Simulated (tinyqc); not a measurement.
Crystal pulling from the melt: segregation, interface stability, heat balance and point-defect regime: one step, computed by the program tinyqc. Command: `OMP_NUM_THREADS=1 python tinyqc.py 3023518 3023519 out.jsonl pull walk`. One thread of a shared host (Intel(R) Xeon(R) Processor @ 2.30GHz), about 0.01 s of CPU time with the checks.

A dilute solute; steady pulling with a flat interface unless it is found unstable.

Question. Boundary layer and effective coefficient. delta = 1.61 D^(1/3) nu^(1/6) omega^(-1/2), omega = 2 pi rpm/60; k_eff = k0/[k0 + (1 - k0) exp(-V delta/D)] (Burton, Prim and Slichter); the melt at the interface is enriched by k_eff/k0.

Inputs (values chosen for the exercise, modelled on germanium in silicon):

| quantity | value | unit |
|---|---|---|
| equilibrium coefficient k0 | 0.31 | - |
| diffusivity in the melt D | 0.00024 | cm^2/s |
| kinematic viscosity nu | 0.0028 | cm^2/s |
| crystal rotation | 30 | rpm |
| pull rate V | 0.35 | mm/min |

Give: boundary layer delta; V delta/D; k_eff; enrichment at the interface.

Answer.

boundary layer delta = 211.9 micrometre

V delta/D = 0.05151

k_eff = 0.3211

enrichment at the interface = 1.036

k_eff has moved 1.6 % of the way from k0 to 1. A 10 % ripple of V gives striations of 0.35 % in C_s, since d ln k_eff/d ln V = (1 - k_eff) V delta/D.
